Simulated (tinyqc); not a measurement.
# p-n diode, drift-diffusion by the Gummel loop with Scharfetter-Gummel fluxes: two studies

Abrupt junction at x = 0, p side from -Lp, n side to Ln, ohmic contacts. psi is counted from the intrinsic level; n = ni exp((psi - phin)/Vt), p = ni exp((phip - psi)/Vt). Contacts: p side psi = V - Vt ln(Na/ni), p = Na, n = ni^2/Na; n side psi = Vt ln(Nd/ni), n = Nd, p = ni^2/Nd. Constant mobilities, D = mu Vt, Boltzmann statistics, SRH recombination through a mid-gap level, U = (n p - ni^2)/(tp (n + ni) + tn (p + ni)). Current is positive from the p contact to the n contact.

Parameters, values chosen for the exercise; band and dielectric values those of a made-up semiconductor: temperature T = 275 K; band gap Eg = 1.6 eV; relative permittivity eps_r = 15.2; conduction-band density of states at T Nc = 4.63e17 cm^-3; valence-band density of states at T Nv = 6.6e18 cm^-3; acceptor density of the p side Na = 9e15 cm^-3; donor density of the n side Nd = 1.2e17 cm^-3; electron mobility mun = 7200 cm^2/(V s); hole mobility mup = 250 cm^2/(V s); SRH lifetime of electrons tn = 4e-7 s; SRH lifetime of holes tp = 2e-7 s; length of the p side Lp = 1.4 um; length of the n side Ln = 1.7 um; uniform generation rate G = 0 cm^-3 s^-1.

Constants: q = 1.602176634e-19 C, kB = 1.380649e-23 J/K, Vt = kB T/q, eps0 = 8.8541878128e-14 F/cm where lengths are in cm. Results are converted to the units shown.

Each table varies one quantity; the others keep the values above.

## Current against voltage in the dark

ni = sqrt(Nc Nv) exp(-Eg/(2 Vt)), Eg in volts. Poisson and both continuity equations are solved self-consistently with Scharfetter-Gummel fluxes on a graded mesh of 500 nodes. J_scr is q times the integral of U between -xp and xn. Ideal diffusion current J_id = q ni^2 [Dn coth(wp/Le)/(Le Na) + Dp coth(wn/Lh)/(Lh Nd)] (exp(V/Vt) - 1), Le = sqrt(Dn tn), Lh = sqrt(Dp tp), wp = Lp - xp, wn = Ln - xn, with xp and xn from the depletion approximation (W = sqrt(2 eps0 eps_r (Vbi - V)(1/Na + 1/Nd)/q), xp = W Nd/(Na + Nd), xn = W Na/(Na + Nd), Vbi = Vt ln(Na Nd/ni^2)). Ideality factor = 0.004 V/(Vt ln[J(V + 0.004 V)/J(V)]). Here G = 0.

In this table G = 0 cm^-3 s^-1.

Result of one run:
columns A: V (V); B: J (A/cm^2); C: ideality factor; D: J_scr/J (%); E: J_id (A/cm^2); F: share recombining at the contacts (%); G: larger minority/doping at -xp and xn
```
A            B     C     D         E     F         G
0.54  2.51e-10  1.91  98.6  3.45e-12  1.36  2.23e-15
```

What becomes of these results when the bias of the p contact V is changed from 0.54 to 0.79 V, all else the same?

Result of the changed run:
columns A: V (V); B: J (A/cm^2); C: ideality factor; D: J_scr/J (%); E: J_id (A/cm^2); F: share recombining at the contacts (%); G: larger minority/doping at -xp and xn
```
A           B     C     D        E     F         G
0.79  1.82e-7  1.18  32.5  1.24e-7  67.5  8.34e-11
```

The whole series:
columns A: V (V); B: J (A/cm^2); C: ideality factor; D: J_scr/J (%); E: J_id (A/cm^2); F: share recombining at the contacts (%); G: larger minority/doping at -xp and xn
```
A            B     C        D         E        F         G
0.28  8.87e-13  1.95      100  6.26e-17  0.00699  3.88e-20
0.41  1.48e-11  1.95     99.9  1.47e-14   0.0985  9.30e-18
0.54  2.51e-10  1.91     98.6  3.45e-12     1.36  2.23e-15
0.66   3.92e-9  1.71     86.6  5.31e-10     13.4  3.50e-13
0.79   1.82e-7  1.18     32.5   1.24e-7     67.5  8.34e-11
0.92   2.97e-5  1.02     3.58   2.90e-5     96.4   1.98e-8
1.05   0.00665  1.01    0.308   0.00674     99.7   4.64e-6
1.17      1.00  1.01   0.0358      1.02      100   6.99e-4
1.3        211  1.09  0.00408       234      100     0.124
```

J rises from 8.87e-13 to 211 A/cm^2; the ideality factor goes from 1.95 through a minimum of 1.01 (at V = 1.05 V among the rows listed) to 1.09. Recombination in the depleted layer carries over half of the current up to V = 0.66 V, where the factor is 1.71; it grows roughly as exp(V/2 Vt), so diffusion overtakes it. Where the factor is lowest (V = 1.05 V), J is 1.2 % below the ideal diffusion current. From V = 1.3 V on the minority density at an edge of the layer exceeds a tenth of the doping, and in the last row J is 10 % below the ideal value.

## Effect of the hole mobility at fixed bias

Same model as above.

In this table V = 1.06 V.

Results:
columns A: mup (cm^2/(V s)); B: J (A/cm^2); C: ideality factor; D: J_scr/J (%); E: J_id (A/cm^2); F: share recombining at the contacts (%); G: larger minority/doping at -xp and xn
```
A         B     C      D       E     F        G
25   0.0101  1.01  0.256  0.0102  99.7  7.06e-6
41   0.0101  1.01  0.256  0.0102  99.7  7.06e-6
68   0.0101  1.01  0.256  0.0102  99.7  7.06e-6
110  0.0101  1.01  0.256  0.0102  99.7  7.06e-6
300  0.0101  1.01  0.256  0.0102  99.7  7.06e-6
500  0.0101  1.01  0.256  0.0103  99.7  7.06e-6
```

Estimate the missing row, mup = 180 cm^2/(V s).

Computed row:
columns A: mup (cm^2/(V s)); B: J (A/cm^2); C: ideality factor; D: J_scr/J (%); E: J_id (A/cm^2); F: share recombining at the contacts (%); G: larger minority/doping at -xp and xn
```
A         B     C      D       E     F        G
180  0.0101  1.01  0.256  0.0102  99.7  7.06e-6
```

With this row back in the table: As mup rises from 25 to 500, J stays near 0.0101 A/cm^2, the share of the depleted layer stays near 0.256 % and the share lost at the contacts stays near 99.7 %. The exponent d ln J/d ln mup is 0.00 between the first two rows and 0.00 between the last two. J less J_scr is 1.5 % below J_id in the last row.

Program tinyqc, `OMP_NUM_THREADS=1 python tinyqc.py 2240073 2240074 out.jsonl`; Intel Xeon 2.30GHz, shared host, one thread, about 0.1 s.
